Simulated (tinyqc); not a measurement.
# MOSFET in saturation, small-signal circuit and noise: effect of the inversion coefficient on speed and noise

Bias by the inversion coefficient IC = I/Ispec (charge-based model with velocity saturation; weak inversion below 0.1, strong above 10). Common-source circuit: gm, gds, Cgs, Cgd and Cj at the inner nodes, Rg in series with the gate; quasi-static, no source or drain resistance, no gate-body capacitance, no substrate network, no induced gate noise, so fmax is an upper estimate.

Ispec = 2 n mu Cox (W/L) Vt^2, lc = Ls/L, gms = [sqrt((lc IC + 1)^2 + 4 IC) - 1]/[2 + lc (lc IC + 1)], gm = gms Ispec/(n Vt), gds = sg gm. qs = [sqrt(1 + 4 IC) - 1]/2, Cgs = Cox W L qs (2 qs + 3)/(3 (qs + 1)^2) + Cov W, Cgd = Cov W, Cd = Cj W, Rg = Rsh (Wf/L)/(12 Nf) + Rc/W with Nf = W/Wf fingers (not rounded) contacted at both ends. fT = gm/(2 pi (Cgs + Cgd)), fmax = fT/(2 sqrt(Rg (gds + 2 pi fT Cgd))). Channel noise Sid = 4 kB T gam n gm with gam = (1/2 + (2/3) qs)/(1 + qs) + gw lc IC, qs = [sqrt(1 + 4 IC) - 1]/2, lc = Ls/L (the last term an empirical rise with velocity saturation); at the gate, white noise Sw = Sid/gm^2 + 4 kB T Rg. Number fluctuation with correlated mobility: S(f) = K/f, K = q^2 Vt lt Nt/(W L Cox^2) (1 + ac mu Cox I/gm)^2, Vt in eV with Nt per eV. Corner fc = K/Sw. IC is held fixed.

Values chosen for this exercise:

| symbol | value | unit | meaning |
|---|---|---|---|
| T | 273 | K | temperature |
| L | 180 | nm | gate length |
| W | 5 | um | total gate width |
| Cox | 0.96 | uF/cm^2 | gate capacitance |
| mu | 410 | cm^2/(V s) | mobility |
| n | 1.3 |  | slope factor |
| Ls | 10 | nm | velocity-saturation length |
| sg | 0.021 |  | ratio gds/gm |
| Cov | 0.24 | fF/um | overlap and fringe capacitance per side |
| Cj | 0.77 | fF/um | drain junction capacitance |
| Rsh | 5 | ohm | sheet resistance of the gate |
| Wf | 0.5 | um | finger width |
| Rc | 100 | ohm um | gate contact and vertical resistance |
| gw | 0.04 |  | short-channel excess of the noise factor |
| Nt | 6.6e17 | cm^-3 eV^-1 | oxide trap density |
| lt | 0.1 | nm | tunnelling length into the oxide |
| ac | 1000 | V s/C | Coulomb scattering coefficient |

Constants: q = 1.602176634e-19 C, kB = 1.380649e-23 J/K, Vt = kB T/q. Results are converted to the units shown.

The same in every row: Rg (ohm) = 20.12.

Results:

| IC | I (uA) | fT (GHz) | fmax (GHz) | sqrt(Sw) (nV/Hz^0.5) | fc (MHz) |
|---|---|---|---|---|---|
| 0.03 | 0.4720 | 0.9025 | 37.71 | 25.70 | 0.7456 |
| 0.1 | 1.573 | 2.410 | 61.39 | 14.65 | 2.298 |
| 0.3 | 4.720 | 4.956 | 87.40 | 9.207 | 5.840 |
| 3 | 47.20 | 16.54 | 156.6 | 4.255 | 28.05 |
| 10 | 157.3 | 30.16 | 210.2 | 3.096 | 54.79 |
| 30 | 472.0 | 51.52 | 273.8 | 2.434 | 93.83 |

Estimate the missing row, IC = 1.

Computed row:

| IC | I (uA) | fT (GHz) | fmax (GHz) | sqrt(Sw) (nV/Hz^0.5) | fc (MHz) |
|---|---|---|---|---|---|
| 1 | 15.73 | 9.502 | 119.7 | 5.957 | 14.08 |

With this row back in the table: As IC goes from 0.03 to 30, fT rises from 0.902 to 51.5 GHz, fmax rises from 37.7 to 274 GHz, the white noise falls from 25.7 to 2.43 nV/Hz^0.5 and the corner rises from 0.746 to 93.8 MHz. In every row fmax exceeds 4 fT, where channel resistance and substrate losses, left out here, would cap it.

Program tinyqc, `OMP_NUM_THREADS=1 python tinyqc.py 2150036 2150037 out.jsonl`; Intel Xeon 2.30GHz, shared host, one thread, about 0.01 s.
